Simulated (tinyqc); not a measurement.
Square on-chip spiral inductor, lumped pi model: effect of the substrate resistivity.

Outer diameter do = di + 2 n wd + 2 (n - 1) sp, mean da = (do + di)/2, fill p = (do - di)/(do + di), length l = 4 n da. L = 2.34 mu0 n^2 da/(1 + 2.75 p), mu0 = 4 pi 1e-7 H/m. Rs = rho l/(wd delta (1 - exp(-th/delta))), delta = sqrt(rho/(pi f mu0)). Cs = n wd^2 eps0 eo/hu across the coil. At each end Cox = l wd eps0 eo/(2 ho) leads to the substrate branch Rsi = 2 rs he/(l wd) in parallel with Csi = l wd eps0 11.7/(2 he). With one end grounded Y = 1/(Rs + i w L) + i w Cs + 1/[1/(i w Cox) + 1/(1/Rsi + i w Csi)], w = 2 pi f; Q = -Im Y/Re Y. Eddy currents in neighbouring turns and in the substrate are left out.

Peak Q and its frequency from a search over f; self-resonance where Im Y = 0; Q at the given f (negative beyond resonance).

Values chosen for this exercise; values of the order met in silicon radio-frequency processes: number of turns n = 5.5; line width wd = 15 um; space between turns sp = 1.5 um; inner diameter di = 80 um; metal thickness th = 2 um; metal resistivity rho = 1.9 uohm cm; oxide below the coil ho = 6.6 um; oxide between coil and underpass hu = 1 um; relative permittivity of the oxide eo = 4.1; effective spreading depth in the substrate he = 80 um; frequency f = 1.2 GHz.

Constants: eps0 = 8.8541878128e-12 F/m. Results are converted to the units shown.

The same in every row: L (nH) = 6.145; do (um) = 258.5.

Effect of the substrate resistivity:

| rs (ohm cm) | peak Q | f of the peak (GHz) | self-resonance (GHz) | Q at f |
|---|---|---|---|---|
| 0.1 | 14.82 | 2.252 | 4.555 | 11.53 |
| 1 | 13.02 | 1.833 | 4.589 | 11.31 |
| 3 | 11.47 | 1.532 | 4.869 | 10.85 |
| 10 | 9.803 | 1.269 | 6.598 | 9.773 |
| 30 | 9.529 | 1.411 | 7.346 | 9.389 |
| 100 | 13.06 | 2.319 | 7.443 | 10.73 |
| 1000 | 19.74 | 3.482 | 7.452 | 11.94 |
| 10000 | 21.32 | 3.727 | 7.452 | 12.09 |

As rs goes from 0.1 to 10000, L stays at 6.14 nH, the peak Q goes from 14.8 through a minimum of 9.53 (at rs = 30 among the rows listed) to 21.3, its frequency goes from 2.25 through a minimum of 1.27 (at rs = 10 among the rows listed) to 3.73 GHz and the self-resonance rises from 4.56 to 7.45 GHz. In this model both a very low and a very high resistivity dissipate little: the first shorts the branch to a pure Cox, the second blocks the current. For rs = 0.1, 1 eddy currents in the substrate, left out, would lower Q markedly.

Computed by the program tinyqc: `OMP_NUM_THREADS=1 python tinyqc.py 2302182 2302183 out.jsonl`, one thread of a shared Intel Xeon 2.30GHz, about 0.01 s for the whole run.
